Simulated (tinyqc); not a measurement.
MOS capacitor on an n-type substrate, surface potential from the exact charge relation: two steps of the calculation.

Uniform n-type substrate, Boltzmann statistics, full ionisation, classical densities. psi is the surface potential against the body (positive when the bands bend down) and u = -psi/Vt. Traps are spread evenly over the gap and neutral at flat band, so their charge is -q Dit psi; the minority quasi-Fermi level is shifted by Vb.

Parameters, values chosen for the exercise; band and dielectric values close to those of silicon:
```
symbol    value         unit                                                                 meaning
T           273            K                                                             temperature
Eg         1.11           eV                                                                band gap
eps_r      11.6                                                                relative permittivity
Nc      2.46e19        cm^-3                                  conduction-band density of states at T
Nv      2.34e19        cm^-3                                     valence-band density of states at T
N        1.1e15        cm^-3                                          donor density of the substrate
eox         3.9               relative permittivity of the gate insulator (close to silicon dioxide)
tox         3.3           nm                                                     insulator thickness
Nf       6.1e10        cm^-2                            fixed charge at the interface, in units of q
Dit           0  cm^-2 eV^-1                                              density of interface traps
Vb            0            V                    reverse bias of the inversion layer against the body
Vg        -0.76            V                                           gate voltage against the body
```

Constants: q = 1.602176634e-19 C, kB = 1.380649e-23 J/K, Vt = kB T/q, eps0 = 8.8541878128e-14 F/cm where lengths are in cm. Results are converted to the units shown.

Task 1. Newton step for the surface potential. u = -psi/Vt; F^2 = exp(-u) + u - 1 + r (exp(u) - u - 1); Qs = +sign(u) Q0 F; Cs = -dQs/dpsi = (Q0/Vt) |1 - exp(-u) + r (exp(u) - 1)|/(2 F). f = Vfb + psi + (q Dit psi - Qs)/Cox - Vg, f' = 1 + (Cs + q Dit)/Cox, psi(new) = psi - f/f'.

psi after iteration 1 = -0.89925866 V
Cox = 1.0464040 uF/cm^2
Vfb = 0.19504955 V
Q0 = 2.9183519 nC/cm^2
r = 1.5344749e-12

Give: u; F; Qs; Cs; f; f'; psi after iteration 2.

Result 1.

u = 38.225
F = 247.51
Qs = 722.33 nC/cm^2
Cs = 15.343 uF/cm^2
f = -0.63450 V
f' = 15.663
psi after iteration 2 = -0.85875 V

Task 2. Charges, field and capacitances at the solution. ni = sqrt(Nc Nv) exp(-Eg/(2 Vt)), Eg in volts; phiF = Vt ln(N/ni); Cox = eps0 eox/tox; Vfb = phiM - chi - Vt ln(Nc/N) - q Nf/Cox; Q0 = sqrt(2 eps0 eps_r q N Vt); r = (ni/N)^2 exp(-Vb/Vt); VT = Vfb - [(2 phiF + Vb)(1 + q Dit/Cox) + sqrt(2 eps0 eps_r q N (2 phiF + Vb))/Cox].

Low frequency: 1/C_LF = 1/Cox + 1/(Cs + q Dit). High frequency, in the simple estimate in which traps and minority carriers do not follow: 1/C_HF = 1/Cox + 1/Cd, Cd being Cs with r = 0 at the same psi. Minority sheet density N_inv = (Q0/(2 q)) int_0^u r (exp(t) - 1)/F(t) dt for u > 0. Oxide field |Qs - q Dit psi + q Nf|/(eps0 eox).

converged psi = -0.82159930 V

Find: Qs; N_inv; oxide field; Cs; C_LF/Cox; C_HF/Cox.

Result 2.

Qs = 139.6 nC/cm^2
N_inv = 7.706e11 cm^-2
oxide field = 0.4327 MV/cm
Cs = 2.925 uF/cm^2
C_LF/Cox = 0.7365
C_HF/Cox = 0.01007

The surface is in strong inversion (borders at |psi| = 0, phiF + Vb and 2 phiF + Vb = 0.640 V). Minority carriers make up 88.4 % of Qs.

Computed by the program tinyqc: `OMP_NUM_THREADS=1 python tinyqc.py 2060018 2060019 out.jsonl`, one thread of a shared Intel Xeon 2.30GHz, about 0.01 s for the whole run.
